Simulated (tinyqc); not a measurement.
Inside a calculation. Method: Hubbard ring of 6 sites. One step of it, computed by the program tinyqc.

Task: Mean-field iteration 3. H(up) = T + U n(down), H(down) = T + U n(up); fill the lowest levels; n(new) = n + mixing (n(out) - n); E = tr T (rho up + rho down) + U sum n_up n_down of the output.

one-body matrix (hopping and site energies) (eV), lower triangle:
```
           1          2          3          4          5         6
1   0.000000
2  -0.660000   0.000000
3   0.000000  -0.660000   0.000000
4   0.000000   0.000000  -0.660000   0.000000
5   0.000000   0.000000   0.000000  -0.660000   0.000000
6  -0.660000   0.000000   0.000000   0.000000  -0.660000  0.000000
```

U = 4.800000 eV

electrons, up and down: 4  3

mixing = 1

n(up) after iteration 2: 1 0.975623, 2 0.201916, 3 0.964751, 4 0.691044, 5 0.964751, 6 0.201916

n(down) after iteration 2: 1 0.111825, 2 0.884163, 3 0.077455, 4 0.964938, 5 0.077455, 6 0.884163

Give: levels, up; levels, down; energy; n(up) after iteration 3; n(down) after iteration 3.

Result:

levels, up (eV): 0.013  0.262  0.387  4.353  4.503  4.880

levels, down (eV): 0.635  0.854  2.869  4.746  4.852  5.243

energy = 3.953 eV

n(up) after iteration 3: 1 0.950, 2 0.535, 3 0.970, 4 0.040, 5 0.970, 6 0.535

n(down) after iteration 3: 1 0.053, 2 0.951, 3 0.122, 4 0.802, 5 0.122, 6 0.951
